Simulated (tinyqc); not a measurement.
Cahn-Hilliard equation on a periodic one-dimensional grid: one step, computed by the program tinyqc. Command: `OMP_NUM_THREADS=1 python tinyqc.py 3026653 3026654 out.jsonl cahn walk`. One thread of a shared host (Intel(R) Xeon(R) Processor @ 2.30GHz), about 0.3 s of CPU time with the checks.

Free energy F = h sum_j [A (c_j^2 - 1)^2/4 + (kappa/2) ((c_(j+1) - c_j)/h)^2]; dc/dt = Lap(mu), mu = A (c^3 - c) - kappa Lap(c), Lap(y)_j = (y_(j+1) - 2 y_j + y_(j-1))/h^2, mobility 1; the grid has n = 12 points.

Problem. Linear stability. f'' = A (3 c0^2 - 1). Mode m has lambda_m = (4/h^2) sin^2(pi m/n) and the rate w_m = -lambda_m (f'' + kappa lambda_m). In the continuum the fastest wavelength is 2 pi sqrt(2 kappa/|f''|) with the rate f''^2/(4 kappa). Explicit steps near c = +-1, where f'' = 2A, are stable for dt < 2/(16 kappa/h^4 + 8 A/h^2).

Inputs (values chosen for the exercise, in reduced units):
```
quantity                    value  unit
spacing h                    0.94     -
well depth A                 0.99     -
gradient coefficient kappa   0.93     -
mean composition c0         -0.27     -
```

Give: f''; Modes of the grid; fastest wavelength; largest rate; explicit limit of dt.

Solution.

f'' = -0.773487

Modes of the grid:
```
m  lambda_m      w_m
1    0.3032    0.149
2    1.1317   -0.316
3    2.2635   -3.014
4    3.3952   -8.094
5    4.2237  -13.324
6    4.5269  -15.557
```

fastest wavelength = 9.7434

largest rate = 0.16083

explicit limit of dt = 0.071373
